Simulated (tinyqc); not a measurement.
# Vertical double-diffused power MOSFET, components of the on-resistance: On-resistance against the channel mobility

Stripe cells of pitch Wp + a, two channels a cell. Current flows through the channels, spreads in the accumulation layer, passes the gap between the p bodies and spreads at 45 degrees into the drift layer below them. Low drain voltage, full ionisation.

Triangular field at breakdown with Ec = Kc N^(1/8): BV = eps0 eps_r Ec^2/(2 q N), so N = (eps0 eps_r Kc^2/(2 q BV))^(4/3); W = 2 BV/Ec; mu = mud (T/300 K)^(-bt); rho = 1/(q mu N); ideal resistance rho W. Pitch p = Wp + a, Cox = 3.9 eps0/tox; zero-bias depletion in the gap w0 = sqrt(2 eps0 eps_r Vbi/(q N Nj)), open gap g = a - 2 w0; R_ch = Lc p/(2 mch Cox Vov); R_acc = 0.6 a p/(4 mac Cox Vov), 0.6 being an empirical factor for current leaving the layer along its length; R_gap = (rho/Nj) xp p/g; spreading depth t = min(W, (p - g)/2); R_drift = (rho p/2) ln((g + 2 t)/g) + rho (W - t); R_on = the sum with Rs.

Inputs (values chosen for the exercise); bulk values close to those of 4H silicon carbide: temperature T = 350 K; relative permittivity eps_r = 9.54; critical-field constant Kc = 22500 V/cm per (cm^-3)^(1/8); rated breakdown voltage of the drift layer BV = 650 V; drift mobility at 300 K mud = 793 cm^2/(V s); temperature exponent of the drift mobility bt = 2.2; gate oxide thickness (eps_r 3.9) tox = 52 nm; gate overdrive Vov = 10 V; accumulation-layer mobility mac = 78 cm^2/(V s); channel length Lc = 0.8 um; width of the p body in one cell, channels included Wp = 5.3 um; gap between neighbouring p bodies a = 1.8 um; depth of the p body xp = 0.5 um; doping of the gap over the drift doping Nj = 3; built-in voltage of the body junction Vbi = 2.93 V; substrate and contact resistance Rs = 0.27 mohm cm^2.

Constants: q = 1.602176634e-19 C, eps0 = 8.8541878128e-14 F/cm where lengths are in cm. Results are converted to the units shown.

The same in every row: R_acc (mohm cm^2) = 0.3701; R_gap (mohm cm^2) = 0.03572; R_drift (mohm cm^2) = 0.3401; ideal (mohm cm^2) = 0.2170.

On-resistance against the channel mobility:
```
mch (cm^2/(V s))  R_ch (mohm cm^2)  R_on (mohm cm^2)  largest term
5                            8.553             9.569       channel
10                           4.277             5.293       channel
20                           2.138             3.154       channel
40                           1.069             2.085       channel
70                          0.6110             1.627       channel
100                         0.4277             1.444       channel
300                         0.1426             1.159  accumulation
500                        0.08553             1.101  accumulation
```

R_on falls from 9.57 to 1.10 mohm cm^2. The channel term is the largest at mch = 5, the accumulation term from 300 on. R_on is 44.1 times the ideal drift resistance in the first row and 5.08 times in the last.

Program tinyqc, `OMP_NUM_THREADS=1 python tinyqc.py 2230118 2230119 out.jsonl`; Intel Xeon 2.30GHz, shared host, one thread, about 0.01 s.
